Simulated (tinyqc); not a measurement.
Donor or exciton in a quantum well (variational effective-mass method): one step, computed by the program tinyqc. Command: `OMP_NUM_THREADS=1 python tinyqc.py 3011481 3011482 out.jsonl welldonor walk`. One thread of a shared host (Intel(R) Xeon(R) Processor @ 2.30GHz), about 0.04 s of CPU time with the checks.

H = -nabla^2 - 2/|r - r_i| + V(z) in effective units; trial function psi = f(z) exp(-|r - r_i|/lambda), f the ground state of the well. Mass and screening are the same in well and barrier; l = L/a* is the width in effective units. Bands are flat: no polarisation or applied field.

Task: Best radius. k = pi/l; f = cos(k z) inside and zero outside; subband energy k^2 Ry*. Binding E_b(lambda) = -1/lambda^2 + 4 A/(lambda B), with A = int f^2 exp(-2 s/lambda) dz, B = int f^2 exp(-2 s/lambda)(1 + 2 s/lambda) dz and s = |z - z_i|; 40 Gauss-Legendre points on each piece between the walls at z = -l/2 and l/2 and z_i. Golden-section search for the maximum over lambda from 0.3 to 4, 40 steps.

Inputs (values chosen for the exercise, for a model semiconductor): donor position z_i/L from the centre = 0.1.

Centre: donor. Barriers: infinite.

l = 1.237918

Ry* = 4.642079 meV

a* = 12.11712 nm

Give: best lambda; binding in Ry*; binding energy; radius lambda a*.

Result:

best lambda = 0.8707 a*

binding in Ry* = 2.018

binding energy = 9.367 meV

radius lambda a* = 10.55 nm

Confinement changes the binding by a factor 2.018 against the bulk value (limits: 4 in two dimensions, 1 inside a wide well).
